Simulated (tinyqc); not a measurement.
The sixth-power law: interface roughness in a thin film (subband fluctuation and scattering).

Square well of width t, barriers V0, c = hbar^2/2m0: E1 solves k t + 2 atan[(k/mz)/(kappa/mb)] = pi, k = sqrt(mz E/c), kappa = sqrt(mb (V0 - E)/c). One interface is rough, so the subband edge fluctuates by G dt with G = |dE1/dt| (central difference of 0.01 angstrom; 2 E1/t for hard walls).

Gaussian roughness spectrum S(q) = pi D^2 Lc^2 exp(-q^2 Lc^2/4). Degenerate gas, taken to fill one subband (the second starts to fill once c kF^2/md exceeds E2 - E1, which is not tested here): kF = sqrt(2 pi Ns/gv), q = 2 kF sin(theta/2), 1/tau = (md/(2 pi c hbar)) G^2 times the integral from 0 to pi of S(q)(1 - cos theta)/eps(q)^2 dtheta, eps(q) = 1 + qs/q with screening (qs = gv md q0/(c eps), q0 = e^2/(4 pi eps0), form factors left out, which overstates the screening; other scattering is left out too, so these values lie far above measured mobilities in all but the thinnest films) or 1 without; mobility = tau c2/md with c2 = e/m0 = 1.75882e15 cm^2/(V s^2); 1e12/cm^2 = 1e-4/angstrom^2.

Constants: hbar^2/2m0 = 3.80998211 eV angstrom^2; hbar = 6.58211957e-16 eV s; e^2/(4 pi eps0) = 14.39964547 eV angstrom.

Values chosen for the exercise (near those of a thin InGaAs channel; not measured data): mz = 0.046 m0 (confinement mass); V0 = 2.03 eV (barrier); mb = 0.25 m0 (barrier mass); md = 0.044 m0 (mass in the plane); gv = 1 (valleys); D = 2.6 angstrom (rms height of the roughness); Lc = 22 angstrom (correlation length); Ns = 1.5 x 1e12/cm^2 (sheet density); eps = 11.5 (mean dielectric constant at the channel); ts = (28, 35, 42, 50, 62, 80, 105) angstrom (thicknesses).

Screened mobility against thickness for the finite barrier and for hard walls.

Results:

| t (angstrom) | E1 (meV) | G (meV/angstrom) | mobility (cm^2/(V s)) | the same, hard walls |
|---|---|---|---|---|
| 28 | 282.5 | 11.810 | 7.48e+03 | 188 |
| 35 | 215.9 | 7.655 | 1.78e+04 | 717 |
| 42 | 171.3 | 5.298 | 3.71e+04 | 2.14e+03 |
| 50 | 135.9 | 3.684 | 7.68e+04 | 6.09e+03 |
| 62 | 100.8 | 2.315 | 1.94e+05 | 2.22e+04 |
| 80 | 69.4 | 1.305 | 6.12e+05 | 1.02e+05 |
| 105 | 45.6 | 0.688 | 2.20e+06 | 5.23e+05 |

With hard walls G goes as 1/t^3 and the mobility as t^6. With the finite barrier the local exponent is 3.89 at the thin end and 4.71 at the thick end, since the envelope leaks out and softens the dependence. The least value is 7.48e+03 cm^2/(V s). The gate field, which also presses carriers to the interface, is left out.

Program tinyqc; command `OMP_NUM_THREADS=1 python tinyqc.py 1282668 1282669 out.jsonl`; about 0.01 s on one thread of a shared Intel(R) Xeon(R) Processor @ 2.30GHz.
